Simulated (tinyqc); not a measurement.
Surface potential of a MOS transistor: implicit equation and explicit approximations: effect of the insulator thickness at fixed gate voltage.

p-type body, charge-sheet picture, depletion and inversion only, full ionisation (an idealisation for deep acceptors), Boltzmann statistics (rough once Na exp(x - xn) passes about Nc/7). In units of Vt: xg = (Vg - Vfb)/Vt, x = psi/Vt, G = gamma/sqrt(Vt), xn = (2 phiF + Vc)/Vt. The implicit equation is (xg - x)^2 = G^2 [x - 1 + exp(x - xn)] for x above about 3. Cox = eps0 eox/tox.

ni = sqrt(Nc Nv) exp(-Eg/(2 Vt)), Eg in volts; phiF = Vt ln(Na/ni); gamma = sqrt(2 q eps0 eps_r Na)/Cox; VT = Vfb + Vt (xn + G sqrt(xn - 1)). Depletion value a = 1 + [sqrt(G^2/4 + xg - 1) - G/2]^2; inversion value b = xn + ln[(xg - xn)^2/G^2 - xn + 1] and first guess y = min(a, b) - ln(1 + exp(-|a - b|)) if a > xn + 1, else b = y = a; one second-order correction with D = exp(y - xn), p = 2 (xg - y) + G^2 (1 + D), w = (xg - y)^2 - G^2 (y - 1 + D): z = y + 2 w/(p + sqrt(p^2 - 2 (2 - G^2 D) w)), or the Newton step z = y + w/p where the root is not real. N_inv = (Cox Vt G/q) [sqrt(x - 1 + exp(x - xn)) - sqrt(x - 1)] at the root. Lambert form (Cox m Vt/q) W0[(G/(2 m sqrt(xn - 1))) exp((Vg - VT)/(m Vt))], m = 1 + G/(2 sqrt(xn - 1)). Errors under 1e-4 mV, and the linear form below VT, are printed as 0.

Values chosen for this exercise; band and dielectric values those of a made-up semiconductor: temperature T = 300 K; band gap Eg = 0.769 eV; relative permittivity eps_r = 19.8; conduction-band density of states at T Nc = 1.24e19 cm^-3; valence-band density of states at T Nv = 4.93e18 cm^-3; relative permittivity of the gate insulator (close to silicon dioxide) eox = 3.9; acceptor density Na = 1.9e16 cm^-3; flat-band voltage Vfb = -0.84 V; channel-body voltage Vc = 0 V; gate-body voltage Vg = 0.46 V.

Constants: q = 1.602176634e-19 C, kB = 1.380649e-23 J/K, Vt = kB T/q, eps0 = 8.8541878128e-14 F/cm where lengths are in cm. Results are converted to the units shown.

Effect of the insulator thickness at fixed gate voltage:

| tox (nm) | psi (V) | x - xn | error of y (mV) | error of z (mV) | N_inv (cm^-2) | Cox (Vg - VT)/q (cm^-2) | Lambert form (cm^-2) |
|---|---|---|---|---|---|---|---|
| 0.7 | 0.7236 | 10.28 | 19.6 | 5.63 | 1.721e13 | 2.551e13 | 1.957e13 |
| 0.96 | 0.7086 | 9.703 | 18.3 | -5.81 | 1.274e13 | 1.849e13 | 1.432e13 |
| 1.3 | 0.6941 | 9.144 | 17.1 | -3.33 | 9.517e12 | 1.354e13 | 1.057e13 |
| 1.8 | 0.6786 | 8.542 | 15.8 | -2.17 | 6.920e12 | 9.661e12 | 7.600e12 |
| 2.5 | 0.6628 | 7.931 | 14.6 | -1.48 | 4.979e12 | 6.837e12 | 5.411e12 |
| 3.4 | 0.6479 | 7.356 | 13.5 | -1.06 | 3.625e12 | 4.915e12 | 3.904e12 |
| 4.6 | 0.6332 | 6.785 | 12.5 | -0.775 | 2.622e12 | 3.522e12 | 2.800e12 |
| 6.3 | 0.6176 | 6.182 | 11.5 | -0.573 | 1.839e12 | 2.458e12 | 1.949e12 |

Read the table: what changes, and by how much?

As tox goes from 0.7 to 6.3, psi falls from 0.724 to 0.618 V, x - xn falls from 10.3 to 6.18 and N_inv falls from 1.72e13 to 1.84e12 cm^-2. The Lambert form lies between 1.06 and 1.14 times N_inv. In every row the electron quasi-Fermi level lies less than 2 Vt below the band edge at the surface, or above it, where degeneracy and confinement, left out, matter.

Program tinyqc, `OMP_NUM_THREADS=1 python tinyqc.py 2122183 2122184 out.jsonl`; Intel Xeon 2.30GHz, shared host, one thread, about 0.01 s.
